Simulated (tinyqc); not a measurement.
Short-channel transistor, virtual-source model with series resistance: one step of the calculation.

The current per gate width is the charge at the top of the source barrier (the virtual source) times its velocity times a saturation function; al and be are fitting constants of the model. Units: I in uA/um, Rs in ohm um, so I Rs = 1e-6 I Rs in volts; Q in uC/cm^2, so I = 1e-4 Q vx0 Fsat with vx0 in cm/s.

Task. What the series resistance costs. Intrinsic voltages Vg' = Vgs - I Rs, Vd' = Vds - 2 I Rs. n = n0 + nd Vd', VT = VT0 - dl Vd', Ff = 1/(1 + exp((Vg' - VT + al Vt/2)/(al Vt))), Q = Cinv n Vt ln(1 + exp((Vg' - VT + al Vt Ff)/(n Vt))), Vdsat = (vx0 L/mu)(1 - Ff) + Vt Ff, Fsat = u/(1 + u^be)^(1/be) with u = Vd'/Vdsat, and I = Q vx0 Fsat per width. I0 is the current for Rs = 0. Effective velocity I/Q; transit time L Q/I.

Values chosen for this exercise: temperature T = 300 K; inversion capacitance Cinv = 3.56 uF/cm^2; velocity at the virtual source vx0 = 8.7e6 cm/s; apparent mobility mu = 550 cm^2/(V s); channel length L = 25 nm; threshold at zero drain voltage VT0 = 0.39 V; drain-induced barrier lowering dl = 0.026 V/V; subthreshold factor n0 = 1.38; growth of n with drain voltage nd = 0 1/V; threshold shift (in units of Vt) from weak to strong inversion al = 3.5; sharpness of saturation be = 1.8; series resistance of each contact Rs = 120 ohm um; gate voltage Vgs = 0.75 V; drain voltage Vds = 0.75 V.

Constants: q = 1.602176634e-19 C, kB = 1.380649e-23 J/K, Vt = kB T/q. Results are converted to the units shown.

converged I = 847.93896 uA/um
I0 = 1174.6842 uA/um

Give: loss against I0; effective velocity; transit time.

Result.

loss against I0 = 27.82 %
effective velocity = 8.658e6 cm/s
transit time = 0.2887 ps

The carriers leave the virtual source at 99.5 % of vx0: the device is in saturation.

tinyqc, about 0.01 s, one thread, Intel Xeon 2.30GHz (shared host): `OMP_NUM_THREADS=1 python tinyqc.py 2380093 2380094 out.jsonl`
